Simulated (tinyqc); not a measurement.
Worked calculation: coherent transport through a tight-binding region between two chains. One step of it, computed by the program tinyqc.

Task: Transmission at E = -0.13 eV. Surface Green function g = (E - i sqrt(4 t^2 - E^2)) / (2 t^2); self-energy tc^2 g on each contact site; G = (E - H - Sigma)^(-1); Gamma = -2 Im Sigma; T = Gamma_L Gamma_R |G_LR|^2; local density of states -Im G_ii / pi.

H of the central region (eV):
```
           1          2          3
1   0.410000  -0.940000   0.000000
2  -0.940000  -0.740000  -1.020000
3   0.000000  -1.020000   0.220000
```

Leads: semi-infinite chains with site energy 0:
```
parameter                           value
lead hopping t (eV)              2.300000
coupling to the left lead (eV)   0.680000
coupling to the right lead (eV)  1.360000
left contact site                       1
right contact site                      3
```

E = -0.130000 eV

Give: g; G; local density of states; transmission.

Result:

g = -0.0123-0.4346i 1/eV

G (1/eV):
```
                 1               2                3
1  -0.7464-0.4938i  0.5340-0.1211i   0.3685+0.5276i
2   0.5340-0.1211i  0.2776-0.1830i   0.3222+0.2211i
3   0.3685+0.5276i  0.3222+0.2211i  -0.5323-0.6184i
```

local density of states (1/eV): 0.1572  0.0583  0.1968

transmission = 0.2676
